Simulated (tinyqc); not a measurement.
# Strained Delta valleys, repopulation and conductivity mass, step by step

Numbers from tinyqc (`OMP_NUM_THREADS=1 python tinyqc.py 2530095 2530096 out.jsonl`; about 0.01 s on one thread of a shared Intel Xeon 2.30GHz). Printed values are rounded.

A cubic crystal with three pairs of conduction valleys along x, y and z under uniaxial stress X along [110] (X > 0 is tension); current along [-110]. Non-degenerate electrons, fixed total density, one relaxation time for all valleys and stresses, masses unchanged by strain, so the mobility goes as the mean inverse mass.

Inputs (values chosen for the exercise); values close to those of silicon:

| symbol | value | unit | meaning |
|---|---|---|---|
| T | 293 | K | temperature |
| s11 | 7.53 | 1/TPa | compliance |
| s12 | -2.19 | 1/TPa | compliance |
| s44 | 12.9 | 1/TPa | compliance |
| Xu | 8.66 | eV | shear deformation potential |
| ml | 0.915 | m0 | longitudinal mass |
| mt | 0.197 | m0 | transverse mass |
| X | -130 | MPa | uniaxial stress (tension positive) |

Constants: q = 1.602176634e-19 C, kB = 1.380649e-23 J/K, Vt = kB T/q. Results are converted to the units shown.

Range of the model: Shear strain also changes the transverse masses of these valleys, which is left out.

## Strain tensor

Stress s_ij = X a_i a_j with a the unit vector along [110]; strain e_ii = s11 s_ii + s12 (s_jj + s_kk), e_ij = s44 s_ij/2.

strain (%):
```
            x           y          z
x  -0.0347100  -0.0419250  0.0000000
y  -0.0419250  -0.0347100  0.0000000
z   0.0000000   0.0000000  0.0284700
```

## Valley shifts and shares

Valley shift dE = Xu (n.e.n - trace(e)/3) with n the valley axis; share f proportional to exp(-dE/Vt).

```
valley  dE (meV)   share f
x       -1.82380  0.356484
y       -1.82380  0.356484
z        3.64759  0.287031
```

The splitting is 5.47 meV, 0.22 Vt.

## Conductivity mass and mobility

Inverse mass along the current d = [-110]: (n.d)^2/ml + (1 - (n.d)^2)/mt; mu/mu0 = sum f (1/m) over the plain mean of 1/m.

1/m along d, valley x to z (1/m0): [3.08452, 3.08452, 5.07614]
conductivity mass = 0.273510 m0
unstrained value = 0.266781 m0
mu/mu0 = 0.975398

The possible range, all electrons in one kind of valley, is 0.823 to 1.35.
